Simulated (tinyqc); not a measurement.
Inside a calculation. Method: plane-wave Kohn-Sham cycle with exchange-only LDA in a layered model solid. One step of it, computed by the program tinyqc.

Question. Iteration 2: levels at that k. Diagonalise the Hermitian matrix.

H (hartree), lower triangle:
```
           -3         -2         -1         +0         +1         +2        +3
-3   0.354171
-2  -0.341040   0.050397
-1  -0.002180  -0.341040  -0.118366
+0  -0.000152  -0.002180  -0.341040  -0.152119
+1  -0.000240  -0.000152  -0.002180  -0.341040  -0.050861
+2  -0.000049  -0.000240  -0.000152  -0.002180  -0.341040   0.185408
+3   0.000019  -0.000049  -0.000240  -0.000152  -0.002180  -0.341040  0.556686
```

Give: eigenvalues.

Answer.

eigenvalues (hartree): -0.6928  -0.3968  -0.1088  0.1694  0.4017  0.6448  0.8079
